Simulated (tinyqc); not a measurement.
Worked calculation: minority-electron transport through the base of a bipolar transistor (Moll-Ross and Kroemer integrals). Computed by tinyqc, a small Python program that keeps every step. Command: `OMP_NUM_THREADS=1 python tinyqc.py 3012977 3012978 out.jsonl base walk`. One thread of a shared host (Intel(R) Xeon(R) Processor @ 2.30GHz), about 0.01 s of CPU time with the checks. Intermediate numbers are printed to about 7 digits and carried at full precision; extremes and crossings named in words are read from the listed rows.

Low injection, one dimension, x from the emitter edge (0) to the collector edge (W), s = x/W. Recombination is treated as a small correction (valid for tau_B well below tau_n), computed from the stored charge.

Inputs (values chosen for the exercise, modelled on silicon):
```
quantity,value,unit
intrinsic density n_i at the emitter edge,1e+10,1/cm^3
base doping at the emitter edge N_0,2.3e+19,1/cm^3
base width W,250,nm
mu_min,220,cm^2/(V s)
mu_max,1330,cm^2/(V s)
N_ref,1.9e+17,1/cm^3
saturation velocity v_s,0.76,1e7 cm/s
electron lifetime tau_n,9.4,ns
emitter Gummel number G_E,1.5e+13,s/cm^4
base-emitter voltage V_BE,0.68,V
temperature T,300,K
doping ratio N_0/N(W),15,-
gap narrowing across the base dE_g,38,meV
```

Base doping profile: Gaussian. Gap grading: linear. Exit of the base: infinite sink.

Constants: k_B = 8.617333262e-05 eV/K; e = 1.602176634e-19 C.

## Profile and built-in field

N(x) = N_0 (ratio)^(-s^2); n_i(x)^2 = n_i^2 exp(s dE_g/k_B T); D(x) = (k_B T/e) mu, mu = mu_min + (mu_max - mu_min)/(1 + (N/N_ref)^0.7). Field that drives electrons towards the collector, averaged over the base: (k_B T/e) ln[N_0 n_i(W)^2/(N(W) n_i^2)]/W.

Across the base:
```
s,N (1/cm^3),n_i(x)^2/n_i^2,D (cm^2/s),y (s/cm^5)
0.0,2.300000e+19,1.000000,6.65320,3.456985e+18
0.2,2.063879e+19,1.341759,6.72652,2.286754e+18
0.4,1.491260e+19,1.800316,6.97997,1.186727e+18
0.6,8.676308e+18,2.415590,7.53743,4.765284e+17
0.8,4.064709e+18,3.241138,8.69702,1.441987e+17
1.0,1.533333e+18,4.348825,11.08809,3.179860e+16
```

drift factor eta (potential drop in k_B T/e) = 4.177956

mean built-in field = 4.320341 kV/cm

## Collector current and transit time

With y(x) = N n_i^2/(D n_i(x)^2): base Gummel number G_B = int_0^W y dx; J_C = e n_i^2 exp(e V_BE/k_B T)/G_B; n(x) = (J_C/e)(n_i(x)^2/(N n_i^2)) [int_x^W y dx]; transit time tau_B = (e/J_C) int n dx; trapezoid rule on 401 even points.

base Gummel number G_B = 2.878663e+13 s/cm^4

collector current density J_C = 0.1475764 A/cm^2

base transit time tau_B = 15.34292 ps

share of the exit term in G_B = 0 %

mean velocity W/tau_B = 0.1629416 1e7 cm/s

Plain diffusion with the D of the emitter edge would take W^2/(2D) = 47.0 ps, 3.06 times the result.

## Gain and speed

Emitter-limited gain beta_E = G_E/G_B; recombination-limited gain beta_R = tau_n/tau_B; 1/beta = 1/beta_E + 1/beta_R; f_T from the base alone = 1/(2 pi tau_B).

beta_E = 0.5210752

beta_R = 612.6603

current gain beta = 0.5206324

f_T from the base alone = 10.37318 GHz

The gain is limited mainly by hole injection into the emitter (100 % of the base current). Caution: a current gain below 1 is far from a working transistor: the base is too heavily doped or too wide for this emitter and lifetime.

## What grading buys

The formulas are those given above.

The same base with other gradings:
```
dE_g (meV),dE_g/k_B T,G_B (s/cm^4),J_C gain,tau_B (ps),speed gain
0,0.00000,4.318273e+13,1.000000,20.24889,1.000000
25,0.96704,3.272480e+13,1.319572,16.76069,1.208117
50,1.93409,2.579326e+13,1.674186,14.21540,1.424433
75,2.90113,2.100037e+13,2.056284,12.29834,1.646473
100,3.86817,1.755789e+13,2.459449,10.81388,1.872491
150,5.80226,1.304624e+13,3.309974,8.68294,2.332030
200,7.73635,1.028516e+13,4.198547,7.23867,2.797320
300,11.60452,7.153992e+12,6.036172,5.42042,3.735670
```

At 100 meV J_C rises by a factor 2.46 and the transit is 1.87 times faster; at 300 meV the factors are 6.04 and 3.74. For a uniform base without exit term both tend to be linear in dE_g/k_B T, J_C as x/(1 - exp(-x)) and the speed as x/2.

Checks made by the program: Gummel integral against a 60-point Gauss rule (relative difference 2e-07).
